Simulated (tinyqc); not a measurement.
Nanowire ballistic transistor, top-of-the-barrier model: course of the iteration: self-consistent potential at the barrier top.

At the top of the source barrier, states moving towards the drain are filled by the source (Fermi level 0) and states moving back by the drain (Fermi level -q Vd); nothing scatters. U is the shift of the band edge there, set by the capacitances CG, CD and CS (the total) and by the charge. Parabolic one-dimensional subbands; the source is grounded.

eta1 = -(E0 + U)/Vt, eta2 = eta1 - Vd/Vt, n = (N0/2)[F_(-1/2)(eta1) + F_(-1/2)(eta2)], F_(-1/2)(x) = (1/sqrt(pi)) int_0^infinity u^(-1/2)/(1 + exp(u - x)) du. Each F is summed over the two subbands, F(eta) + F(eta - dE/Vt), which share the mass. U(out) = UL + q (n - n0)/CS. U(new) = U + 0.5 (U(out) - U).

Stop when U changes by less than 1e-9 eV, or after 90 iterations.

Parameters, values chosen for the exercise; mass and valleys close to those of a monolayer dichalcogenide:
```
symbol  value  unit                                                                 meaning
T         300     K                                                             temperature
dE       0.22    eV                                    offset of a second subband (0: none)
E0       0.17    eV  band edge at the barrier top above the source Fermi level at zero bias
Vd        0.2     V                                                           drain voltage
```

Constants: q = 1.602176634e-19 C, kB = 1.380649e-23 J/K, Vt = kB T/q. Results are converted to the units shown.

U at the start (U = UL) = -0.1646 eV
N0 = 6.51963e6 cm^-1
CS = 4.68311 pF/cm
n0 = 9078.39 cm^-1
UL = -0.1646 eV

Course of the iteration:
```
iteration     U (eV)  |change| (eV)
1          -0.135272         0.0293
2          -0.137748        2.48e-3
3          -0.137945        1.97e-4
4          -0.137957        1.27e-5
5          -0.137958        7.98e-7
6          -0.137958        5.03e-8
7          -0.137958        3.17e-9
8          -0.137958       1.99e-10
```

Did this iteration meet its convergence test, and what does its course show?

Yes. Converged in 8 iterations. At the end each change is about 0.063 times the one before: linear convergence.

tinyqc, about 0.06 s, one thread, Intel Xeon 2.30GHz (shared host): `OMP_NUM_THREADS=1 python tinyqc.py 2400067 2400068 out.jsonl`
